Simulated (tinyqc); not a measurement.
Weakening the contact bond: metal-induced gap states at the contact of a metal chain and a two-band chain.

The semiconductor alternates sites A at -Eg/2 and C at +Eg/2 with hopping -t; the gap runs from -Eg/2 to Eg/2. In the gap cosh(q a) = 1 + (Eg^2/4 - E^2)/(2 t^2) and the amplitude changes by -exp(-q a) a period. The metal has site energy 0 and hopping -tm; its end site has g_m = (E - i sqrt(4 tm^2 - E^2))/(2 tm^2). Sites 1, 2, ... count into the semiconductor, with energies e1, e2 alternating. The clean half chain has g1 = 1/(E - e1 - t^2 g2), g2 = 1/(E - e2 - t^2 g1), decaying root. With the contact G11 = 1/(1/g1 - tc^2 g_m), and the density on site j is -Im G_jj/pi = |psi_j/psi_1|^2 (-Im G11/pi), per spin, with psi_2/psi_1 = -t g2, psi_3/psi_2 = -t g1.

Constants: e^2/(4 pi eps0) = 14.39964547 eV angstrom.

Inputs chosen for the exercise (gap and optical dielectric constant near those of GaN; the chain itself is a model; shifted at random, so the results belong to these values and not to a real crystal): Eg = 3.46 eV (gap); t = 2.18 eV (hopping in the semiconductor); tm = 3.33 eV (hopping in the metal); end = C (site that touches the metal); a = 3.19 angstrom (period (two sites); one chain for each area a^2); eps = 5.4 (dielectric constant); E = -1.14 eV (energy from mid-gap).

At the given E, tc is varied, as by a thin spacer. xi = 1/(2q), N = 2 (summed density)/a^2, S = 1/(1 + 4 pi e^2 N xi/eps) with xi and eps kept.

Against tc:
```
tc (eV),D1 (1/eV),summed density (1/eV),S
0.10,0.00002,0.00012,0.9978
0.25,0.00014,0.00076,0.9867
0.80,0.00146,0.00782,0.8775
1.20,0.00332,0.01775,0.7593
1.80,0.00755,0.04037,0.5811
2.50,0.01435,0.07678,0.4218
3.50,0.02452,0.13121,0.2992
```

Give the missing row, tc (eV) = 0.50.

Computed row:
```
tc (eV)  D1 (1/eV)  summed density (1/eV)       S
0.50       0.00057                0.00304  0.9486
```

For a weak bond the density goes as tc^2 (ratio 6.26 between 0.25 and 0.1 eV, against 6.25). It is largest at tc = 3.5 eV among these rows, the end of the table; the peak may lie just before or beyond it. S is 0.998 at 0.1 eV and has its least value, 0.299, in that row.

Program tinyqc; command `OMP_NUM_THREADS=1 python tinyqc.py 1450040 1450041 out.jsonl`; about 0.01 s on one thread of a shared Intel(R) Xeon(R) Processor @ 2.30GHz.
